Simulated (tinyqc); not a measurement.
Changing the HCl added: speciation in dilute and buffered hydrofluoric acid, oxide etch rate and bath loading. Computed by tinyqc, a small Python program. Command: `OMP_NUM_THREADS=1 python tinyqc.py 3120815 3120816 out.jsonl hfetch sweep`. One thread of a shared host (Intel(R) Xeon(R) Processor @ 2.30GHz), about 0.01 s of CPU time with the checks.

Concentrations stand for activities, NH4+ and Cl- are spectators, and water ionisation is neglected. H, F and HF2 denote the ions H+, F- and HF2-. The base temperature is 298 K.

Inputs (values chosen for the exercise, of the order of those for thermal oxide at room temperature):
```
quantity                            value            unit
HF added                             0.16           mol/L
NH4F added                           0.12           mol/L
K1 = [H][F]/[HF]                 0.000735           mol/L
K2 = [HF2]/([HF][F])                 4.18           L/mol
K3 = [H2F2]/[HF]^2                   2.78           L/mol
rate constant of neutral HF k_a         9  nm L/(min mol)
rate constant of HF2 k_b               51  nm L/(min mol)
activation energy                    0.37              eV
temperature error                    0.82               K
oxide removed per wafer               120              nm
```

Constants: k_B = 8.617333262e-05 eV/K.

Method:
- Fluoride balance: [HF] + [F] + 2 [HF2] + 2 [H2F2] = HF added + NH4F added. Acid balance: [H] + [HF] + [HF2] + 2 [H2F2] = HF added + HCl added. For a trial [H], [HF] = [H][F]/K1, and the fluoride balance is a quadratic in [F].
- The root is refined to 1e-13 in pH = -log10 [H].
- Rate = k_a ([HF] + 2 [H2F2]) + k_b [HF2], an empirical two-term form.
- Time = oxide/rate; a temperature error changes the rate by exp((E_a/k_B)(1/298 - 1/(298 + error))) - 1.

One run for each value:
```
HCl added (mol/L)  etch rate (nm/min)      pH  [HF2] (mol/L)  share of HF2 in the rate (%)
0.001                           2.780   3.140      3.184e-02                     5.842e+01
0.0026                          2.786   3.128      3.166e-02                     5.794e+01
0.0067                          2.802   3.099      3.115e-02                     5.671e+01
0.017                           2.831   3.024      2.967e-02                     5.346e+01
0.045                           2.849   2.808      2.424e-02                     4.339e+01
0.12                            2.610   1.883      4.939e-03                     9.651e+00
0.3                             2.527   0.742      3.886e-04                     7.842e-01
0.77                            2.522   0.187      1.087e-04                     2.198e-01
2                               2.521  -0.274      3.765e-05                     7.617e-02
```

What does the table show, and why?

Over the rows, etch rate (nm/min) goes from 2.78 through a maximum among these rows, 2.85 at 0.0450, to 2.52; pH falls from 3.14 to -0.274; [HF2] (mol/L) falls from 0.0318 to 3.76e-5 (exponent d ln y / d ln x -0.0060 between the first rows and -1.1 between the last). Added acid turns F and HF2 into neutral HF, the slower species in this rate law.

Caution (rows 0.770, 2.00): at ionic strengths above about 0.5 mol/L activities differ much from concentrations, so pH and rates are only indicative.

Extremes, crossings and ranges named in words are read from the listed rows.
